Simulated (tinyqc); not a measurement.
Worked calculation: Wannier-Stark ladder of a miniband. Values are carried at full precision from step to step, so a last printed digit may differ when a step is redone from the rounded ones.

One state in each well j = -(Nw - 1)/2 ... (Nw - 1)/2: H_jj = j e F d, H_(j,j+1) = -W/4; 1 kV/cm = 0.01 meV/angstrom. In an infinite chain the levels are j e F d and the state of well 0 has amplitude J_j(x) in size on well j, x = W/(2 e F d).

Constants: hbar = 6.58211957e-16 eV s.

Inputs chosen for the exercise (near those of a GaAs/AlGaAs superlattice; shifted at random, so the results belong to these values and not to a real crystal): W = 19 meV (miniband width); d = 66 angstrom (period); F = 5.8 kV/cm (field); Nw = 9 (wells).

## Scales

Give e F d, x, the Bloch frequency e F d/(2 pi hbar) and period, and the swing W/(e F) of a wave packet.

e F d = 3.828 meV
x = 2.4817
frequency = 0.926 THz
period = 1.080 ps
swing = 328 angstrom

## The matrix

Fill it in.

H (meV), lower triangle:
```
,-4,-3,-2,-1,0,1,2,3,4
-4,-15.312
-3,-4.750,-11.484
-2,0,-4.750,-7.656
-1,0,0,-4.750,-3.828
0,0,0,0,-4.750,0
1,0,0,0,0,-4.750,3.828
2,0,0,0,0,0,-4.750,7.656
3,0,0,0,0,0,0,-4.750,11.484
4,0,0,0,0,0,0,0,-4.750,15.312
```

## Levels and the middle state

Diagonalise; give the levels, their spacings and the weights of the middle level on the wells.

levels (meV): -19.332  -12.911  -8.035  -3.890  0.000  3.890  8.035  12.911  19.332

spacings (meV): 6.421  4.876  4.145  3.890  3.890  4.145  4.876  6.421

weights: 0.0043  0.0443  0.1966  0.2542  0.0014  0.2542  0.1966  0.0443  0.0043

The spacing in the middle is 1.0161 e F d and at the ends 1.677 e F d; states that reach the ends of the stack are pushed apart.

## Bessel amplitudes

With x = W/(2 e F d): J_j(x)^2 for j = 0 to 5, their running sum over -j ... j, and the spread sqrt(sum j^2 J_j^2) = x/sqrt2. For a hole fixed in well 0 the J_j^2 are the strengths of the optical lines at j e F d.

Weights:
```
j,J_j^2,sum
0,0.0015,0.0015
1,0.2516,0.5047
2,0.1967,0.8980
3,0.0455,0.9889
4,0.0052,0.9993
5,0.0004,1.0000
```

spread = 1.755 periods

The strongest line is j = +/-1.

## Checks

- Weight on well 1 of the middle state of 61 wells against J_1(x)^2: both 0.2516.

Computed by tinyqc, a small Python program: `OMP_NUM_THREADS=1 python tinyqc.py 1282528 1282529 out.jsonl` (the numbers bound the seed that draws the inputs); one thread of a shared host (Intel(R) Xeon(R) Processor @ 2.30GHz), about 0.01 s for the whole set of steps.
